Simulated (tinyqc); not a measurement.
Cyclotron masses against the field direction: averaged masses of warped heavy- and light-hole bands.

Four-band hole energies E = c k^2 f(u), c = hbar^2/2m0, f = g1 -/+ 2 sqrt(g2^2 + 3 (g3^2 - g2^2) s), s = ux^2 uy^2 + uy^2 uz^2 + uz^2 ux^2 for the unit vector u; minus for heavy, plus for light holes; the mass along u is 1/f.

Values chosen for the exercise (out of a larger set: near those of Ge; not measured data): g1 = 13.45 (Luttinger gamma1); g2 = 4.22 (gamma2); g3 = 5.68 (gamma3).

For the central orbit m_cyc is the mean of 1/f(u) over the directions u normal to B (360 points on the circle). B lies in the (1-10) plane at the angle from [001]; 54.7 degrees is [111], 90 is [110].

Masses (m0):
```
angle (degrees)   heavy   light
0.0              0.2720  0.0434
15.0             0.2877  0.0430
30.0             0.3275  0.0422
45.0             0.3596  0.0415
54.7             0.3643  0.0414
70.0             0.3604  0.0416
90.0             0.3572  0.0420
```

What does the comparison show, and why?

The heavy mass is smallest at 0 and largest at 54.7 degrees of the angles listed, a spread of 34 %; the light mass varies by 4.9 %. The orbit normal to [001] has s between 0 and 1/4, the orbit normal to [111] has s = 1/4 all round, which gives 1/(g1 - sqrt(g2^2 + 3 g3^2)) = 0.3643. This is the classical limit; low Landau levels of holes depart from it.

Run: tinyqc, `OMP_NUM_THREADS=1 python tinyqc.py 1081471 1081472 out.jsonl`; Intel(R) Xeon(R) Processor @ 2.30GHz, one thread, shared host; about 0.04 s of CPU time with all checks.
